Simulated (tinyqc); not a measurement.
Inside a calculation. Method: coherent transport through a tight-binding region between two chains. Computed by tinyqc, a small Python program that keeps every step. Settings: temperature = 77, mu = 0.38. Command: `OMP_NUM_THREADS=1 python tinyqc.py 31024 31025 out.jsonl` (the two numbers bound the seeds that draw the settings). One thread of a shared host (Intel(R) Xeon(R) Processor @ 2.60GHz), about 0.07 s of CPU time with the checks.

## Transmission at E = 0.14 eV

H of the central region (eV), lower triangle:
```
          1         2        3
1   0.00000
2  -1.72000   0.58000
3   0.00000  -0.91000  0.00000
```

Leads: semi-infinite chains with site energy 0:

| parameter | value |
|---|---|
| lead hopping t (eV) | 2.920000 |
| coupling to the left lead (eV) | 0.830000 |
| coupling to the right lead (eV) | 1.000000 |
| left contact site | 1 |
| right contact site | 3 |

E = 0.14000 eV

Surface Green function g = (E - i sqrt(4 t^2 - E^2)) / (2 t^2); self-energy tc^2 g on each contact site; G = (E - H - Sigma)^(-1); Gamma = -2 Im Sigma; T = Gamma_L Gamma_R |G_LR|^2; local density of states -Im G_ii / pi.

g = 0.00821-0.34237i 1/eV

G (1/eV), lower triangle:
```
                   1                  2                 3
1   0.34331-0.58254i
2   0.47470-0.00158i  -0.03729-0.06497i
3  -0.41936+1.10030i   0.18364-0.02844i  0.88143-2.09345i
```

local density of states (1/eV): 0.18543  0.02068  0.66636

transmission = 0.44785

## Transmission across the band

The same steps on a grid of energies.

T(E):

| E (eV) | T |
|---|---|
| -5.5480000 | 3.40e-06 |
| -4.9932000 | 1.83e-05 |
| -4.4384000 | 0.00006 |
| -3.8836000 | 0.00020 |
| -3.3288000 | 0.00071 |
| -2.7740000 | 0.00331 |
| -2.2192000 | 0.02969 |
| -1.6644000 | 0.79079 |
| -1.1096000 | 0.15333 |
| -0.5548000 | 0.20443 |
| 0.0000000 | 0.54129 |
| 0.5548000 | 0.14450 |
| 1.1096000 | 0.06115 |
| 1.6644000 | 0.06556 |
| 2.2192000 | 0.60201 |
| 2.7740000 | 0.02015 |
| 3.3288000 | 0.00215 |
| 3.8836000 | 0.00045 |
| 4.4384000 | 0.00012 |
| 4.9932000 | 3.20e-05 |
| 5.5480000 | 5.51e-06 |

levels of the isolated region (eV): -1.67738  0.00000  2.25738

## Current

I = (2e/h) int T(E) [f(E - mu - V/2) - f(E - mu + V/2)] dE at 77 K with mu = 0.38 eV, the bias not changing H; 2e^2/h = 77.48092 microsiemens; the integral runs over the band on 4001 points.

Current:

| V (volt) | I (microampere) |
|---|---|
| 0.01000 | 0.17800 |
| 0.05000 | 0.89091 |
| 0.10000 | 1.78738 |
| 0.20000 | 3.61873 |
| 0.40000 | 7.57048 |
| 0.80000 | 16.92576 |
